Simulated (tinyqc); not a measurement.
Inside a calculation. Method: UHF in the sto-6g basis, for H3, spin multiplicity 2. One step of it, computed by the program tinyqc.

Task: Iteration 1: diagonalisation and new density. Diagonalise F' = X^T F X, C = X C', fill 2 alpha and 1 beta electrons from the bottom; D(s) = C_occ C_occ^T. Each column has its largest component positive (the first on a tie).

F(alpha) (hartree), lower triangle:
```
           1H 1s      2H 1s      3H 1s
1H 1s  -0.276189
2H 1s  -0.238816  -0.245169
3H 1s  -0.238816  -0.037720  -0.245169
```

F(beta) (hartree), lower triangle:
```
           1H 1s      2H 1s     3H 1s
1H 1s   0.007899
2H 1s  -0.143290   0.025996
3H 1s  -0.143290  -0.022922  0.025996
```

X:
```
               1          2         3
1H 1s   0.879632   0.000000  0.598989
2H 1s  -0.605021   0.713962  0.435431
3H 1s  -0.605021  -0.713962  0.435431
```

Give: F' = X^T F X; orbital energies; coefficients C; F' = X^T F X; orbital energies; coefficients C; D(alpha) after iteration 1; D(beta) after iteration 1.

Result:

F' = X^T F X (alpha) (hartree), lower triangle:
```
         1        2        3
1   0.0876
2   0.0000  -0.2115
3  -0.0063   0.0000  -0.4555
```

orbital energies (alpha) (hartree): MO1 -0.4556, MO2 -0.2115, MO3 0.0877

coefficients C (alpha):
```
          MO1      MO2      MO3
1H 1s  0.6092   0.0000   0.8726
2H 1s  0.4284   0.7140  -0.6100
3H 1s  0.4284  -0.7140  -0.6100
```

F' = X^T F X (beta) (hartree), lower triangle:
```
         1       2        3
1   0.3134
2   0.0000  0.0499
3  -0.0034  0.0000  -0.1455
```

orbital energies (beta) (hartree): MO1 -0.1455, MO2 0.0499, MO3 0.3134

coefficients C (beta):
```
          MO1      MO2      MO3
1H 1s  0.6054   0.0000   0.8752
2H 1s  0.4310   0.7140  -0.6082
3H 1s  0.4310  -0.7140  -0.6082
```

D(alpha) after iteration 1, lower triangle:
```
        1H 1s    2H 1s   3H 1s
1H 1s  0.3711
2H 1s  0.2610   0.6932
3H 1s  0.2610  -0.3262  0.6932
```

D(beta) after iteration 1, lower triangle:
```
        1H 1s   2H 1s   3H 1s
1H 1s  0.3665
2H 1s  0.2609  0.1857
3H 1s  0.2609  0.1857  0.1857
```
